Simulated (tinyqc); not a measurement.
Grain growth, pinning, strength and diffusional creep of a polycrystal or thin film: one step, computed by the program tinyqc.

One mean grain size d describes the structure.

Problem. Grain size after the anneal. dd/dt = 2 M gamma (1/d - 1/d_lim) integrates to 2 M gamma t = d_lim (d0 - d) + d_lim^2 ln[(d_lim - d0)/(d_lim - d)]; without pinning d^2 = d0^2 + 4 M gamma t.

Inputs (values chosen for the exercise, modelled on copper):
```
quantity,value,unit
boundary energy gamma,0.65,J/m^2
anneal temperature T,639,K
anneal time t,250,s
initial grain size d0,31,nm
```

mobility M = 1.540025e-16 m^4/(J s)

limit d_lim = 1191.864 nm

Give: size without pinning; grain size d.

Solution.

size without pinning = 317.9 nm

grain size d = 290.3 nm

Pinning holds d to 91 % of the free value.
